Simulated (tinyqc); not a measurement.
Admittance spectroscopy of a deep trap: one step of the calculation.

Schottky contact on an n-type layer with shallow donors Nd (all ionised) and a donor-like deep trap, neutral when filled and positive when empty; depletion approximation. Traps within lam of the depletion edge stay filled. The traps at xt = W - lam, where the level crosses the Fermi level, follow a slow signal and not a fast one. w = 2 pi f.

Problem. Admittance at the signal frequency. Emission rate en = sn vth(T) Nc(T) exp(-Et/kB T) = sn g T^2 exp(-Et/kB T), g = vth Nc/(300 K)^2, as vth goes as T^0.5 and Nc as T^1.5 (degeneracy factor 1). Inflection frequency w0 = 2 en [1 + Nt xt/(Nd W)]; C = C_HF + (C_LF - C_HF)/(1 + (w/w0)^2), G/w = (C_LF - C_HF)(w/w0)/(1 + (w/w0)^2).

Inputs (values chosen for the exercise); material values those of a made-up semiconductor:
- Nc = 4.87e17 cm^-3 (conduction-band density of states at 300 K)
- vth = 4.2e7 cm/s (thermal velocity at 300 K)
- Nd = 2.4e16 cm^-3 (shallow donor density)
- Et = 0.39 eV (depth of the trap below the conduction edge)
- sn = 2.4e-14 cm^2 (capture cross-section)
- Nt = 8.9e15 cm^-3 (trap density)
- f = 2.9e5 Hz (signal frequency)
- T = 325 K (temperature)

Constants: q = 1.602176634e-19 C, kB = 1.380649e-23 J/K. Results are converted to the units shown.

W = 193.52661 nm
xt = 68.650328 nm
C_HF = 51.241998 nF/cm^2
C_LF = 62.078062 nF/cm^2

Find: en; w0/(2 pi); C; G/w.

Solution.

en = 5.1615e5 1/s
w0/(2 pi) = 1.8591e5 Hz
C = 54.398 nF/cm^2
G/w = 4.9233 nF/cm^2

The signal lies near the inflection, where the loss is largest.

Numbers from tinyqc (`OMP_NUM_THREADS=1 python tinyqc.py 2050156 2050157 out.jsonl`; about 0.01 s on one thread of a shared Intel Xeon 2.30GHz).
